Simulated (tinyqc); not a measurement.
MOS capacitor on a p-type substrate, surface potential from the exact charge relation: Capacitance-voltage curves.

Uniform p-type substrate, Boltzmann statistics, full ionisation, classical densities. psi is the surface potential against the body (positive when the bands bend down) and u = psi/Vt. Traps are spread evenly over the gap and neutral at flat band, so their charge is -q Dit psi; the minority quasi-Fermi level is shifted by Vb.

ni = sqrt(Nc Nv) exp(-Eg/(2 Vt)), Eg in volts; phiF = Vt ln(N/ni); Cox = eps0 eox/tox; Vfb = phiM - chi - (Eg - Vt ln(Nv/N)) - q Nf/Cox; Q0 = sqrt(2 eps0 eps_r q N Vt); r = (ni/N)^2 exp(-Vb/Vt); VT = Vfb + [(2 phiF + Vb)(1 + q Dit/Cox) + sqrt(2 eps0 eps_r q N (2 phiF + Vb))/Cox]. u = psi/Vt; F^2 = exp(-u) + u - 1 + r (exp(u) - u - 1); Qs = -sign(u) Q0 F; Cs = -dQs/dpsi = (Q0/Vt) |1 - exp(-u) + r (exp(u) - 1)|/(2 F). psi solves Vg = Vfb + psi + (q Dit psi - Qs)/Cox. Low frequency: 1/C_LF = 1/Cox + 1/(Cs + q Dit). High frequency, in the simple estimate in which traps and minority carriers do not follow: 1/C_HF = 1/Cox + 1/Cd, Cd being Cs with r = 0 at the same psi. Deep depletion: r = 0 and Dit = 0 both in the equation for psi and in Cs. Minority sheet density N_inv = (Q0/(2 q)) int_0^u r (exp(t) - 1)/F(t) dt for u > 0. N_inv under 1 cm^-2 is printed as 0. Regimes: accumulation when majority carriers gather, then depletion up to |psi| = phiF + Vb, weak inversion up to 2 phiF + Vb, strong inversion beyond.

Inputs (values chosen for the exercise); band and dielectric values close to those of gallium arsenide: temperature T = 250 K; band gap Eg = 1.44 eV; relative permittivity eps_r = 12.9; conduction-band density of states at T Nc = 3.32e17 cm^-3; valence-band density of states at T Nv = 6.81e18 cm^-3; electron affinity chi = 4.1 eV; acceptor density of the substrate N = 3.2e16 cm^-3; relative permittivity of the gate insulator (close to aluminium oxide) eox = 9.09; insulator thickness tox = 23 nm; gate work function phiM = 4.41 eV; fixed charge at the interface, in units of q Nf = 0 cm^-2; density of interface traps Dit = 7e11 cm^-2 eV^-1; reverse bias of the inversion layer against the body Vb = 0 V.

Constants: q = 1.602176634e-19 C, kB = 1.380649e-23 J/K, Vt = kB T/q, eps0 = 8.8541878128e-14 F/cm where lengths are in cm. Results are converted to the units shown.

Results:
```
Vg (V),psi (V),C_LF/Cox,C_HF/Cox,C_deep/Cox,N_inv (cm^-2),regime
-1.59,-0.099496,0.91752,0.91529,0.91978,0,accumulation
-0.88,0.056891,0.51650,0.42783,0.40575,0,depletion
-0.53,0.25400,0.39069,0.24284,0.22161,0,depletion
-0.18,0.47437,0.35496,0.18685,0.16903,0,depletion
0.18,0.71024,0.33635,0.15707,0.14134,0,weak inversion
0.53,0.94463,0.32498,0.13863,0.12433,1747.1,weak inversion
0.88,1.1823,0.31788,0.12551,0.11227,9.6240e7,weak inversion
1.24,1.3552,0.82905,0.11809,0.10293,2.3743e11,strong inversion
1.59,1.3906,0.93446,0.11673,0.095772,8.9327e11,strong inversion
1.94,1.4087,0.95824,0.11605,0.089925,1.6034e12,strong inversion
```

Estimate the missing row, Vg = -1.24 V.

Computed row:
```
Vg (V),psi (V),C_LF/Cox,C_HF/Cox,C_deep/Cox,N_inv (cm^-2),regime
-1.24,-0.057619,0.82282,0.81215,0.82272,0,accumulation
```

With this row back in the table: C_LF/Cox is lowest, 0.318, at Vg = 0.88 V (weak inversion) among the rows listed and is 0.958 in the last row, where C_HF/Cox is 0.116 and the deep-depletion value 0.0899. Vfb = -1.01 V, where C_HF/Cox = 0.598 (Cox in series with eps0 eps_r/LD), and VT = 1.02 V. Over the last two rows psi moves by only 0.052 V a volt of gate bias, since the inversion charge screens the body. The traps add q Dit = 0.32 Cox beside Cs, which lifts C_LF above C_HF even in depletion. In strong accumulation and inversion degeneracy and confinement, left out here, lower the capacitance.

tinyqc, about 0.01 s, one thread, Intel Xeon 2.30GHz (shared host): `OMP_NUM_THREADS=1 python tinyqc.py 2060071 2060072 out.jsonl`
